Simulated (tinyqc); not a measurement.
What moves the results: BHZ model on a square lattice (one spin block). A value that a table varies takes the place of the one given here.

h(k) = e0 + d.s with s the Pauli matrices in the basis (E, H), k in units of 1/a: dx = (A/a) sin kx, dy = (A/a) sin ky, dz = M - (2B/a^2)(2 - cos kx - cos ky), e0 = -(2D/a^2)(2 - cos kx - cos ky). The other spin block is h*(-k). For small k this is the continuum model with dz = M - B k^2.

Ribbon along x with N rows: cos ky and sin ky become hoppings between rows, block (A/a) sy/(2i) + (B/a^2) sz + D/a^2 from row n to n + 1, and the rows end at hard walls; width (N + 1) a.

Parameters, chosen for this exercise (of the size used for thin Bi2Se3 films; shifted at random, so the results belong to these values and not to a real crystal): A = 2.27 eV angstrom; B = -16.6 eV angstrom^2; D = -5.4 eV angstrom^2; M = -0.093 eV (mass term); a = 10 angstrom (grid spacing); k = (0.41, 0.05) 1/a (wave vector).

## Gap of the edge states against width

penetration = 13.83 angstrom
E at kx = 0 = 30.2530 meV

The two middle levels of the ribbon at kx = 0. The continuum edge state has E = -D M/B and penetration 1/Re(l1), l1 = F - sqrt(F^2 - M/B), F = |A|/(2 sqrt(B^2 - D^2)).

Edge levels:

| N | width (nm) | lower (meV) | upper (meV) | gap (meV) |
|---|---|---|---|---|
| 6 | 7.0 | 24.485 | 37.433 | 12.9485 |
| 10 | 11.0 | 29.735 | 30.791 | 1.0561 |
| 14 | 15.0 | 30.210 | 30.297 | 0.0868 |
| 20 | 21.0 | 30.252 | 30.254 | 0.0020 |
| 28 | 29.0 | 30.253 | 30.253 | 0.0000 |
| 40 | 41.0 | 30.253 | 30.253 | 0.0000 |
| 56 | 57.0 | 30.253 | 30.253 | 0.0000 |

How do the results move?

The two edges of one spin block overlap and open a gap, 12.95 meV at 7 nm and 0.0000 meV at 57 nm, against a bulk gap 2|M| = 186.0 meV at Gamma and a penetration of 1.4 nm. Here A^2/(4 (B^2 - D^2)) < M/B, so in the continuum model the tails oscillate and the gap can do so too; these few widths fall steadily and may miss dips that lie between them. The mean of the pair in the widest ribbon is 30.253 meV, against 30.253 for the continuum edge.

## Through the transition

M is varied. Direct gap at Gamma 2|M|; smallest direct gap on kx = 0 to 1 in steps of 0.01; nu = 1 for M/B > 0, else 0; middle gap of a ribbon of 40 rows at kx = 0 (block (A/a) sy/(2i) + (B/a^2) sz + D/a^2 between rows, hard walls).

Against M (meV):

| M | 2\|M\| | smallest direct gap | nu | ribbon gap |
|---|---|---|---|---|
| -40 | 80.0 | 80.00 | 1 | 0.072 |
| -25 | 50.0 | 50.00 | 1 | 0.999 |
| -15 | 30.0 | 30.00 | 1 | 4.081 |
| -8 | 16.0 | 16.00 | 1 | 8.971 |
| -3 | 6.0 | 6.00 | 1 | 14.168 |
| 3 | 6.0 | 6.00 | 0 | 22.044 |
| 8 | 16.0 | 16.00 | 0 | 29.623 |
| 15 | 30.0 | 30.00 | 0 | 41.253 |
| 30 | 60.0 | 60.00 | 0 | 68.331 |

What does this show, and why?

With B < 0, negative M is inverted. There edge states cross the bulk gap: the ribbon gap is 0.999 against 50.0 meV at M = -25 meV, and 14.168 against 6.0 at -3 meV, where the edge states overlap across the whole ribbon and confinement rules, while for positive M confinement raises it above 2|M| (41.25 against 30 meV at M = 15 meV). The smallest direct gap stays at Gamma on all rows.

## What each parameter does

Levels at k and dz there. Each row changes one parameter from the base and keeps the others.

Results:

| case | lower (meV) | upper (meV) | dz (meV) |
|---|---|---|---|
| base | -102.941 | 121.113 | -65.069 |
| A = 2.497 eV angstrom | -110.482 | 128.654 | -65.069 |
| B = -18.26 eV angstrom^2 | -101.343 | 119.514 | -62.276 |
| D = -4.32 eV angstrom^2 | -104.759 | 119.296 | -65.069 |
| M = -0.088 eV | -100.113 | 118.285 | -60.069 |
| a = 12 angstrom | -99.485 | 112.105 | -73.604 |

What can be read from the table?

The largest shifts from the base row, up to three for each result and ties (the steps differ in size, so this ranks the rows, not the parameters). lower (meV): A -7.541, a +3.456, M +2.828. upper (meV): a -9.009, A +7.541, M -2.828. dz (meV): a -8.534, M +5.000, B +2.793; unchanged at the printed digits by A and D. D shifts both levels alike and leaves the states, so it cannot change the topology while the gap stays open.

Computed by tinyqc, a small Python program: `OMP_NUM_THREADS=1 python tinyqc.py 1481491 1481492 out.jsonl` (the numbers bound the seed that draws the inputs); one thread of a shared host (Intel(R) Xeon(R) Processor @ 2.30GHz), about 0.07 s for the whole set of steps.
